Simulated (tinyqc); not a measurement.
Deformation potential from the mobility gain.

Question. Tension X along [100] raises the x valleys by D = Xu (s11 - s12) X against the y and z valleys. Their share is f = w/(w + 2), w = exp(-D/Vt), and for current along [100] mu/mu0 = [f/ml + (1 - f)/mt]/[(1/ml + 2/mt)/3]. Find f, D and Xu.

Inputs (values chosen for the exercise); values close to those of silicon:
```
symbol,value,unit,meaning
T,300,K,temperature
s11,7.83,1/TPa,compliance
s12,-2.1,1/TPa,compliance
ml,0.944,m0,longitudinal mass
mt,0.193,m0,transverse mass
```

Constants: q = 1.602176634e-19 C, kB = 1.380649e-23 J/K, Vt = kB T/q. Results are converted to the units shown.

mu/mu0 = 1.24461535
X = 420 MPa

Solution. The gain is linear in f; w = 2 f/(1 - f).

f = 0.1074
D = 36.83 meV
Xu = 8.830 eV

Computed by the program tinyqc: `OMP_NUM_THREADS=1 python tinyqc.py 2530170 2530171 out.jsonl`, one thread of a shared Intel Xeon 2.30GHz, about 0.01 s for the whole run.
